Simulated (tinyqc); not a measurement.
Worked calculation: Raman line shape of confined optical phonons and breathing modes of small crystals. Computed by tinyqc, a small Python program that keeps every step. Command: `OMP_NUM_THREADS=1 python tinyqc.py 3005138 3005139 out.jsonl confine walk`. One thread of a shared host (Intel(R) Xeon(R) Processor @ 2.30GHz), about 0.02 s of CPU time with the checks. Intermediate numbers are printed to about 6 digits and carried at full precision; extremes and crossings named in words are read from the listed rows.

Confinement in 3 direction(s) lets phonons with q away from zero scatter light. q is in units of 2 pi/a, from 0 to 1, and the branch is isotropic: omega(q)^2 = (omega_0^2 + omega_X^2)/2 + ((omega_0^2 - omega_X^2)/2) cos(pi q). The model and its constant beta are phenomenological; beta = 8 is the common choice.

Inputs (values chosen for the exercise, modelled on diamond):

| quantity | value | unit |
|---|---|---|
| bulk frequency omega_0 | 1334 | 1/cm |
| frequency at the zone boundary omega_X | 1160 | 1/cm |
| natural width Gamma_0 | 2.1 | 1/cm |
| lattice constant a | 3.567 | angstrom |
| size L | 3.2 | nm |
| confinement constant beta | 8 | - |
| probe offset omega - omega_0 | 0.3 | 1/cm |
| longitudinal velocity | 18100 | m/s |
| transverse velocity | 12500 | m/s |

Shape: sphere.

Constants: c = 299792458 m/s.

## Range of wave vectors

Weight W(q) = q^2 exp(-(2 L q/a)^2/(2 beta)) dq, that is exp(-k^2 L^2/(2 beta pi^2)) for k = 2 pi q/a. Width q_c = a sqrt(2 beta)/(2 L), where the exponential falls to 1/e; curvature of the branch: omega(q) = omega_0 - c q^2, c = pi^2 (omega_0^2 - omega_X^2)/(8 omega_0); for small q_c the mean of q^2 is (number of confined directions) q_c^2/2, and the mean shift is -c times that.

q_c = 0.222938 2 pi/a

curvature c = 401.328 1/cm

mean shift, quadratic estimate = -29.9197 1/cm

omega(q_c) - omega_0 = -19.2837 1/cm

## Intensity at one frequency

I(omega) = int W(q) / [(omega - omega(q))^2 + (Gamma_0/2)^2] dq / int W dq x (Gamma_0/2)^2, by 400 Gauss-Legendre points on 0 < q < min(1, 2.5 a sqrt(2 beta)/L). Bulk Lorentzian 1/(1 + (2 offset/Gamma)^2); mean shift = weighted mean of omega(q) less the bulk frequency.

I at the probe offset = 0.0174416

bulk Lorentzian there = 0.924528

mean shift, from the weights = -27.4715 1/cm

## Peak, width and asymmetry

The peak is the maximum of I; the width is taken between the half-maximum points, and the asymmetry is the low-side half-width over the high-side one.

peak shift = -11.411 1/cm

full width = 37.155 1/cm

asymmetry = 2.6753

peak height (bulk = 1) = 0.077709

The peak moves 42 % as far as the mean: the tail on the low side carries the rest. A shift without broadening or asymmetry would point to stress, not size.

## Line shape against size

The formulas are those given above.

Line shape:

| L (nm) | peak shift (1/cm) | full width (1/cm) | asymmetry | mean shift, quadratic estimate (1/cm) |
|---|---|---|---|---|
| 3 | -12.955 | 42.121 | 2.672 | -34.0420 |
| 3.6 | -9.1018 | 29.642 | 2.6677 | -23.6403 |
| 4.4 | -6.2888 | 20.339 | 2.607 | -15.8253 |
| 5.5 | -4.2622 | 13.594 | 2.4693 | -10.1282 |
| 7 | -2.8702 | 9.0344 | 2.2472 | -6.25261 |
| 10 | -1.6637 | 5.3128 | 1.8414 | -3.06378 |
| 15 | -0.91914 | 3.3558 | 1.4167 | -1.36168 |
| 25 | -0.41791 | 2.4122 | 1.1045 | -0.490204 |

The peak shift falls with exponent -1.94 at the small end and -1.54 at the large end. For still larger L it tends to the mean shift, which goes as 1/L^2; the ratio is 0.38 in the first row and 0.85 in the last. The width exceeds Gamma_0 by over 10 % for L up to 25 nm. In a sphere the factor q^2 removes the weight at q = 0, so the peak itself moves strongly.

## Breathing mode of the free sphere

Lamb: with s = omega R/v_L, R = L/2, the lowest radial mode solves tan(s)/s = 1/(1 - s^2 v_L^2/(4 v_T^2)), s between pi/2 and pi; wavenumber = s v_L/(2 pi c R).

root s = 2.16120

breathing frequency = 3891.12 GHz

breathing wavenumber = 129.794 1/cm

Checks made by the program: mean shift of a large crystal against the quadratic estimate (relative difference 2e-05).
